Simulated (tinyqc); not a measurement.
UHF in the 6-31g basis, for H3, spin multiplicity 2, step by step. This run ends on a higher stationary point, not on the lowest solution. One step of it, computed by the program tinyqc.

Problem. Iteration 3: building the Fock matrix. J_ij = sum D_kl (ij|kl) with D = D(alpha) + D(beta), K_ij = sum D_kl (ik|jl) for each spin; F = H + J - K(s); E = tr D H + tr D J / 2 - 0.5 sum_s tr D(s) K(s) + E_nn.

D(alpha) after iteration 2, order 1H 1s, 1H 2s, 2H 1s, 2H 2s, 3H 1s, 3H 2s:
```
[[0.085053, 0.127460, 0.085053, 0.127460, -0.016747, -0.081485],
 [0.127460, 0.204716, 0.127460, 0.204716, -0.076692, -0.209335],
 [0.085053, 0.127460, 0.085053, 0.127460, -0.016747, -0.081485],
 [0.127460, 0.204716, 0.127460, 0.204716, -0.076692, -0.209335],
 [-0.016747, -0.076692, -0.016747, -0.076692, 0.197554, 0.344441],
 [-0.081485, -0.209335, -0.081485, -0.209335, 0.344441, 0.633230]]
```

D(beta) after iteration 2, order 1H 1s, 1H 2s, 2H 1s, 2H 2s, 3H 1s, 3H 2s:
```
[[0.054567, 0.072545, 0.054567, 0.072545, 0.031528, 0.048362],
 [0.072545, 0.096445, 0.072545, 0.096445, 0.041915, 0.064295],
 [0.054567, 0.072545, 0.054567, 0.072545, 0.031528, 0.048362],
 [0.072545, 0.096445, 0.072545, 0.096445, 0.041915, 0.064295],
 [0.031528, 0.041915, 0.031528, 0.041915, 0.018217, 0.027943],
 [0.048362, 0.064295, 0.048362, 0.064295, 0.027943, 0.042862]]
```

core Hamiltonian H = T + V (hartree), order 1H 1s, 1H 2s, 2H 1s, 2H 2s, 3H 1s, 3H 2s:
```
[[-0.978602, -0.957033, -0.188213, -0.443258, -0.136646, -0.388173],
 [-0.957033, -1.100964, -0.443258, -0.729786, -0.383512, -0.670506],
 [-0.188213, -0.443258, -0.978602, -0.957033, -0.136646, -0.388173],
 [-0.443258, -0.729786, -0.957033, -1.100964, -0.383512, -0.670506],
 [-0.136646, -0.383512, -0.136646, -0.383512, -0.952235, -0.939773],
 [-0.388173, -0.670506, -0.388173, -0.670506, -0.939773, -1.079200]]
```

Two-electron integrals (ij|kl) in chemists' order, unique and non-zero (hartree):
```
(11|11) 1.076566   (21|11) 0.578470   (21|21) 0.329423   (22|11) 0.587396
(22|21) 0.361304   (22|22) 0.453150   (31|11) 0.049708   (31|21) 0.030152
(31|22) 0.036408   (31|31) 0.004845   (32|11) 0.115513   (32|21) 0.074289
(32|22) 0.101945   (32|31) 0.013615   (32|32) 0.049426   (33|11) 0.373273
(33|21) 0.244713   (33|22) 0.355258   (33|31) 0.049708   (33|32) 0.214090
(33|33) 1.076566   (41|11) 0.214090   (41|21) 0.123425   (41|22) 0.138041
(41|31) 0.013615   (41|32) 0.034488   (41|33) 0.115513   (41|41) 0.049426
(42|11) 0.283241   (42|21) 0.177401   (42|22) 0.231884   (42|31) 0.023568
(42|32) 0.074686   (42|33) 0.283241   (42|41) 0.074686   (42|42) 0.142800
(43|11) 0.244713   (43|21) 0.159747   (43|22) 0.229694   (43|31) 0.030152
(43|32) 0.123425   (43|33) 0.578470   (43|41) 0.074289   (43|42) 0.177401
(43|43) 0.329423   (44|11) 0.355258   (44|21) 0.229694   (44|22) 0.325661
(44|31) 0.036408   (44|32) 0.138041   (44|33) 0.587396   (44|41) 0.101945
(44|42) 0.231884   (44|43) 0.361304   (44|44) 0.453150   (51|11) 0.032398
(51|21) 0.019850   (51|22) 0.024386   (51|31) 0.002286   (51|32) 0.006199
(51|33) 0.020907   (51|41) 0.008134   (51|42) 0.013661   (51|43) 0.013614
(51|44) 0.019212   (51|51) 0.002261   (52|11) 0.093457   (52|21) 0.060444
(52|22) 0.084327   (52|31) 0.007474   (52|32) 0.023531   (52|33) 0.084303
(52|41) 0.025157   (52|42) 0.050446   (52|43) 0.054941   (52|44) 0.078567
(52|51) 0.007883   (52|52) 0.036684   (53|11) 0.020907   (53|21) 0.013614
(53|22) 0.019212   (53|31) 0.002286   (53|32) 0.008134   (53|33) 0.032398
(53|41) 0.006199   (53|42) 0.013661   (53|43) 0.019850   (53|44) 0.024386
(53|51) 0.001629   (53|52) 0.007172   (53|53) 0.002261   (54|11) 0.084303
(54|21) 0.054941   (54|22) 0.078567   (54|31) 0.007474   (54|32) 0.025157
(54|33) 0.093457   (54|41) 0.023531   (54|42) 0.050446   (54|43) 0.060444
(54|44) 0.084327   (54|51) 0.007172   (54|52) 0.035489   (54|53) 0.007883
(54|54) 0.036684   (55|11) 0.347160   (55|21) 0.228016   (55|22) 0.335346
(55|31) 0.028556   (55|32) 0.095223   (55|33) 0.347160   (55|41) 0.095223
(55|42) 0.206750   (55|43) 0.228016   (55|44) 0.335346   (55|51) 0.032398
(55|52) 0.183115   (55|53) 0.032398   (55|54) 0.183115   (55|55) 1.076566
(61|11) 0.183115   (61|21) 0.105765   (61|22) 0.118647   (61|31) 0.010608
(61|32) 0.026714   (61|33) 0.088707   (61|41) 0.040986   (61|42) 0.061187
(61|43) 0.057632   (61|44) 0.081486   (61|51) 0.007883   (61|52) 0.024564
(61|53) 0.005437   (61|54) 0.022250   (61|55) 0.093457   (61|61) 0.036684
(62|11) 0.252938   (62|21) 0.158808   (62|22) 0.208782   (62|31) 0.018226
(62|32) 0.054910   (62|33) 0.198196   (62|41) 0.063678   (62|42) 0.117202
(62|43) 0.127349   (62|44) 0.177437   (62|51) 0.014717   (62|52) 0.058305
(62|53) 0.012735   (62|54) 0.055566   (62|55) 0.252938   (62|61) 0.058305
(62|62) 0.119038   (63|11) 0.088707   (63|21) 0.057632   (63|22) 0.081486
(63|31) 0.010608   (63|32) 0.040986   (63|33) 0.183115   (63|41) 0.026714
(63|42) 0.061187   (63|43) 0.105765   (63|44) 0.118647   (63|51) 0.005437
(63|52) 0.022250   (63|53) 0.007883   (63|54) 0.024564   (63|55) 0.093457
(63|61) 0.021509   (63|62) 0.047855   (63|63) 0.036684   (64|11) 0.198196
(64|21) 0.127349   (64|22) 0.177437   (64|31) 0.018226   (64|32) 0.063678
(64|33) 0.252938   (64|41) 0.054910   (64|42) 0.117202   (64|43) 0.158808
(64|44) 0.208782   (64|51) 0.012735   (64|52) 0.055566   (64|53) 0.014717
(64|54) 0.058305   (64|55) 0.252938   (64|61) 0.047855   (64|62) 0.108511
(64|63) 0.058305   (64|64) 0.119038   (65|11) 0.228016   (65|21) 0.149304
(65|22) 0.217614   (65|31) 0.018667   (65|32) 0.062152   (65|33) 0.228016
(65|41) 0.062152   (65|42) 0.133338   (65|43) 0.149304   (65|44) 0.217614
(65|51) 0.019850   (65|52) 0.105765   (65|53) 0.019850   (65|54) 0.105765
(65|55) 0.578470   (65|61) 0.060444   (65|62) 0.158808   (65|63) 0.060444
(65|64) 0.158808   (65|65) 0.329423   (66|11) 0.335346   (66|21) 0.217614
(66|22) 0.311904   (66|31) 0.026770   (66|32) 0.089383   (66|33) 0.335346
(66|41) 0.089383   (66|42) 0.187690   (66|43) 0.217614   (66|44) 0.311904
(66|51) 0.024386   (66|52) 0.118647   (66|53) 0.024386   (66|54) 0.118647
(66|55) 0.587396   (66|61) 0.084327   (66|62) 0.208782   (66|63) 0.084327
(66|64) 0.208782   (66|65) 0.361304   (66|66) 0.453150
```

nuclear repulsion = 1.06839701 hartree

Give: Coulomb J; exchange K(alpha); exchange K(beta); F(alpha); F(beta); total energy of this density.

Solution.

Coulomb J (hartree), order 1H 1s, 1H 2s, 2H 1s, 2H 2s, 3H 1s, 3H 2s:
```
[[1.4437, 0.8896, 0.1117, 0.3652, 0.0770, 0.3152],
 [0.8896, 1.1584, 0.3652, 0.7015, 0.3298, 0.6507],
 [0.1117, 0.3652, 1.4437, 0.8896, 0.0770, 0.3152],
 [0.3652, 0.7015, 0.8896, 1.1584, 0.3298, 0.6507],
 [0.0770, 0.3298, 0.0770, 0.3298, 1.5676, 0.9502],
 [0.3152, 0.6507, 0.3152, 0.6507, 0.9502, 1.2025]]
```

exchange K(alpha) (hartree), order 1H 1s, 1H 2s, 2H 1s, 2H 2s, 3H 1s, 3H 2s:
```
[[0.3724, 0.3301, 0.1762, 0.2428, 0.0453, 0.1425],
 [0.3301, 0.3722, 0.2428, 0.3234, 0.1788, 0.2622],
 [0.1762, 0.2428, 0.3724, 0.3301, 0.0453, 0.1425],
 [0.2428, 0.3234, 0.3301, 0.3722, 0.1788, 0.2622],
 [0.0453, 0.1788, 0.0453, 0.1788, 0.7043, 0.5379],
 [0.1425, 0.2622, 0.1425, 0.2622, 0.5379, 0.5030]]
```

exchange K(beta) (hartree), order 1H 1s, 1H 2s, 2H 1s, 2H 2s, 3H 1s, 3H 2s:
```
[[0.2903, 0.2793, 0.1426, 0.2114, 0.0981, 0.1786],
 [0.2793, 0.3230, 0.2114, 0.2845, 0.1431, 0.2382],
 [0.1426, 0.2114, 0.2903, 0.2793, 0.0981, 0.1786],
 [0.2114, 0.2845, 0.2793, 0.3230, 0.1431, 0.2382],
 [0.0981, 0.1431, 0.0981, 0.1431, 0.1506, 0.1669],
 [0.1786, 0.2382, 0.1786, 0.2382, 0.1669, 0.2309]]
```

F(alpha) (hartree), order 1H 1s, 1H 2s, 2H 1s, 2H 2s, 3H 1s, 3H 2s:
```
[[0.0928, -0.3975, -0.2527, -0.3209, -0.1049, -0.2155],
 [-0.3975, -0.3147, -0.3209, -0.3517, -0.2325, -0.2820],
 [-0.2527, -0.3209, 0.0928, -0.3975, -0.1049, -0.2155],
 [-0.3209, -0.3517, -0.3975, -0.3147, -0.2325, -0.2820],
 [-0.1049, -0.2325, -0.1049, -0.2325, -0.0889, -0.5275],
 [-0.2155, -0.2820, -0.2155, -0.2820, -0.5275, -0.3798]]
```

F(beta) (hartree), order 1H 1s, 1H 2s, 2H 1s, 2H 2s, 3H 1s, 3H 2s:
```
[[0.1748, -0.3467, -0.2191, -0.2895, -0.1577, -0.2516],
 [-0.3467, -0.2656, -0.2895, -0.3128, -0.1969, -0.2580],
 [-0.2191, -0.2895, 0.1748, -0.3467, -0.1577, -0.2516],
 [-0.2895, -0.3128, -0.3467, -0.2656, -0.1969, -0.2580],
 [-0.1577, -0.1969, -0.1577, -0.1969, 0.4648, -0.1565],
 [-0.2516, -0.2580, -0.2516, -0.2580, -0.1565, -0.1076]]
```

total energy of this density = -1.469078 hartree
